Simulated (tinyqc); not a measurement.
Temperature and isotope dependence of a band gap in oscillator models, step by step. Values are carried at full precision from step to step, so a last printed digit may differ when a step is redone from the rounded ones.

E(T) = E0 - sum_i sl_i th_i n_i(T), n = 1/(exp(th/T) - 1). The same coupling lowers the gap at 0 K by the zero-point term ZP = sum_i sl_i th_i/2, so the gap of the static lattice is E0 + ZP. Thermal expansion is taken as part of the slopes.

Values chosen for the exercise (near those of GaP; not measured data):
- E0 = 2.318 eV (gap at 0 K)
- th = (170, 507) K (temperatures of two oscillators)
- sl = (0.1437, 0.3353) meV/K (their high-temperature slopes)
- T = 200 K (temperature)
- M = 50.32 u (mean atomic mass)
- dM = 1.3 u (change of the mean mass (not bounded by the natural isotopes))
- T12 = (260, 660) K (temperatures of the fits)

## The gap at T

Give the occupations, the two terms, the gap, ZP and the static gap.

n_i: 0.74647  0.08608

terms (meV): 18.235  14.634

E(T) = 2.2851 eV
ZP = 97.21 meV
static gap = 2.4152 eV

The thermal fall, 32.9 meV, is smaller than the zero-point term, 97.2 meV; the soft oscillator supplies 55 % of the fall but 13 % of ZP. A calculation with clamped ions should be compared with the static gap.

## Slope and asymptote

dE/dT = -sum sl_i (th_i/T)^2 n_i (1 + n_i). At high T, n -> T/th - 1/2, so E -> E0 + ZP - (sum sl_i) T. Give the slope, its ratio to the limit, and the value at 0 K of the tangent drawn at T.

dE/dT = -0.3368 meV/K
ratio to the limiting slope = 0.7031
intercept of the tangent = 2.3525 eV
intercept - E0 = 34.49 meV

The tangent recovers 35 % of ZP: the extrapolation works only from T well above the higher oscillator (507 K).

## Isotope effect

With M -> M + dM the oscillator temperatures scale as M^(-1/2) and the slopes stay. Give th, ZP, E0 (static gap fixed) and E(T) for the new mass, and the linear rule dE0 = ZP dM/(2 M).

th (K): 167.85  500.58

ZP = 95.981 meV
shift of E0 = 1.232 meV
linear rule = 1.256 meV
shift of E(T) = 0.791 meV

The heavier crystal has the wider gap. At 200 K 64 % of the shift at 0 K is left; it fades at high T, where the motion is classical and the mean-square amplitude no longer depends on mass.

## Two common fits

Two-parameter forms are made to pass through the falls at the two temperatures T12: Varshni aV T^2/(T + bV), from the line T^2/fall = (T + bV)/aV; one oscillator s1 t1/(exp(t1/T) - 1), with t1 from the ratio of the falls.

Give the falls and the parameters.

falls (meV): 54.6672  230.2276

aV = 0.6103 meV/K
bV = 495 K
t1 = 373.3 K
s1 = 0.4690 meV/K
ZP of the one-oscillator fit = 87.5 meV

The limiting slope of the model is 0.4790 meV/K; Varshni puts it +27 % off and one oscillator -2 %. The ZP of the fit differs from the true one by -9.7 meV.

## Checks

- Slope by finite differences against the formula (meV/K): both 0.33681.
- Fall at 20 times the higher oscillator temperature against the asymptote (meV): 4760.6 against 4759.8.

Program tinyqc; command `OMP_NUM_THREADS=1 python tinyqc.py 1850095 1850096 out.jsonl`; about 0.01 s on one thread of a shared Intel(R) Xeon(R) Processor @ 2.30GHz.
